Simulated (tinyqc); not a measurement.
Octagonal on-chip spiral inductor, lumped pi model: one step of the calculation.

Outer diameter do = di + 2 n wd + 2 (n - 1) sp, mean da = (do + di)/2, fill p = (do - di)/(do + di), length l = 3.314 n da. L = 2.25 mu0 n^2 da/(1 + 3.55 p), mu0 = 4 pi 1e-7 H/m. Rs = rho l/(wd delta (1 - exp(-th/delta))), delta = sqrt(rho/(pi f mu0)). Cs = n wd^2 eps0 eo/hu across the coil. At each end Cox = l wd eps0 eo/(2 ho) leads to the substrate branch Rsi = 2 rs he/(l wd) in parallel with Csi = l wd eps0 11.7/(2 he). With one end grounded Y = 1/(Rs + i w L) + i w Cs + 1/[1/(i w Cox) + 1/(1/Rsi + i w Csi)], w = 2 pi f; Q = -Im Y/Re Y. Eddy currents in neighbouring turns and in the substrate are left out.

Problem. Geometry and model elements. do, l, L, delta, Rs, Cs, Cox, Rsi and Csi as defined.

Parameters, values chosen for the exercise; values of the order met in silicon radio-frequency processes: number of turns n = 5.5; line width wd = 15 um; space between turns sp = 1.5 um; inner diameter di = 100 um; metal thickness th = 0.9 um; metal resistivity rho = 1.9 uohm cm; oxide below the coil ho = 7.6 um; oxide between coil and underpass hu = 0.7 um; relative permittivity of the oxide eo = 3.9; substrate resistivity rs = 1000 ohm cm; effective spreading depth in the substrate he = 30 um; frequency f = 5 GHz.

Constants: eps0 = 8.8541878128e-12 F/m. Results are converted to the units shown.

Find: do; l; L; delta; Rs; Cs; Cox; Rsi; Csi.

Solution.

do = 278.5 um
l = 3449 um
L = 6.053 nH
delta = 0.9811 um
Rs = 7.417 ohm
Cs = 61.05 fF
Cox = 117.5 fF
Rsi = 1.160e4 ohm
Csi = 89.34 fF

Computed by the program tinyqc: `OMP_NUM_THREADS=1 python tinyqc.py 2302013 2302014 out.jsonl`, one thread of a shared Intel Xeon 2.30GHz, about 0.01 s for the whole run.
